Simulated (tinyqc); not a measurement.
Quasi-harmonic thermal expansion with mode Grueneisen parameters: one step, computed by the program tinyqc.

A crystal with two atoms a cell; per atom there are 1 transverse acoustic (TA), 1/2 longitudinal acoustic (LA) and 3/2 optical (O) modes. Every frequency of group i scales as nu_i (V/V0)^(-gamma_i). The acoustic groups have Debye spectra, density 3 nu^2/nu_i^3 up to nu_i (40 Gauss-Legendre points); the optical group has one frequency. Static energy: E = (9 V0 B0/16) [y^3 B' + y^2 (2 - 4 y)], y = (V0/V)^(2/3) - 1, with pressure P_s = (3 B0/2) (z^7 - z^5) [1 + (3/4)(B' - 4)(z^2 - 1)], z = (V0/V)^(1/3).

Problem. Properties at the equilibrium volume. For a mode with x = h nu/(k_B T), n = 1/(exp(x) - 1): U = h nu (n + 1/2), C/k_B = x^2 n (n + 1); U_i and C_i sum these over group i with its weight per atom. Phonon pressure P_ph = sum_i gamma_i U_i/V. B_T = -V d(P_s + P_ph)/dV at fixed T (central difference, step 1e-4 V); alpha_V = sum gamma_i C_i k_B/(B_T V), all at V(T); the linear coefficient is alpha_L = alpha_V/3. C_P - C_V = alpha_V^2 B_T V T; the optical frequency is nu_O (V/V0)^(-gamma_O).

Inputs (values chosen for the exercise, for a model crystal):
```
quantity,value,unit
static volume V0,16.8,angstrom^3/atom
static bulk modulus B0,68.2,GPa
static B',4.93,-
frequency nu_TA,6.23,THz
frequency nu_LA,10.9,THz
frequency nu_O,18.7,THz
Grueneisen parameter gamma_TA,0.75,-
Grueneisen parameter gamma_LA,1.4,-
Grueneisen parameter gamma_O,1.3,-
temperature T,800,K
```

Acoustic groups: Debye.

volume V(T) = 17.42667 angstrom^3/atom

Constants: h x 1 THz = 4.135667696 meV; k_B = 8.617333262e-05 eV/K; 1 eV/angstrom^3 = 160.2176634 GPa.

Give: volume change from V0; isothermal bulk modulus B_T; linear expansion coefficient; C_V; C_P - C_V; optical frequency at V(T).

Solution.

volume change from V0 = 3.730 %

isothermal bulk modulus B_T = 59.31 GPa

linear expansion coefficient = 14.28 ppm/K

C_V = 2.849 k_B/atom

C_P - C_V = 0.1098 k_B/atom

optical frequency at V(T) = 17.83 THz
